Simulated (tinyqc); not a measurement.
Nudged elastic band on a two-dimensional model surface: one step, computed by the program tinyqc.

V(x, y) = -A (cos kx + cos ky) - B cos kx cos ky + (C sin ky + S sin kx)(1 - cos kx), k = 2 pi/a; the atom hops from the minimum at (0, 0) to that at (a, 0).

Problem. Iteration 2. Tangent at image i: towards the higher neighbour if the energies rise or fall through i; at a maximum or minimum, tau = t+ dmax + t- dmin if V(i+1) > V(i-1), else t+ dmin + t- dmax, with t+ = R(i+1) - R(i), t- = R(i) - R(i-1) and dmax, dmin the larger and smaller of |V(i+1) - V(i)| and |V(i-1) - V(i)|; then normalise. Force F = -grad V + (grad V.tau) tau + k_s (|t+| - |t-|) tau. With a climbing image, the highest image feels instead F = -grad V + 2 (grad V.tau) tau and no spring. Update R(new) = R + eta F; the end points stay fixed.

Inputs (values chosen for the exercise, for a model surface):
```
quantity              value           unit
amplitude A            0.46             eV
amplitude B           -0.12             eV
skew C                 0.13             eV
asymmetry S          -0.063             eV
period a                2.8       angstrom
spring constant k_s    0.88  eV/angstrom^2
step factor eta        0.12  angstrom^2/eV
```

Surface: adatom on a square lattice. Climbing image: on.

images after iteration 1 (angstrom):
```
                x          y
image 1  0.466667  -0.017503
image 2  0.933333  -0.052509
image 3  1.433929  -0.070013
image 4  1.866667  -0.052509
image 5  2.333333  -0.017503
```

positions (angstrom):
```
               x          y
start   0.000000   0.000000
end     2.800000   0.000000
saddle  1.562060  -0.184556
```

Give: unit tangents; forces; images after iteration 2.

Solution.

unit tangents:
```
              x        y
image 1  0.9972  -0.0748
image 2  0.9994  -0.0349
image 3  0.9998   0.0194
image 4  0.9992   0.0404
image 5  0.9972   0.0748
```

forces (eV/angstrom):
```
               x        y
image 1  -0.0102  -0.1480
image 2   0.0178  -0.3201
image 3   0.2401  -0.3629
image 4   0.0437  -0.3212
image 5   0.0118  -0.1691
```

images after iteration 2 (angstrom):
```
             x       y
image 1  0.465  -0.035
image 2  0.935  -0.091
image 3  1.463  -0.114
image 4  1.872  -0.091
image 5  2.335  -0.038
```
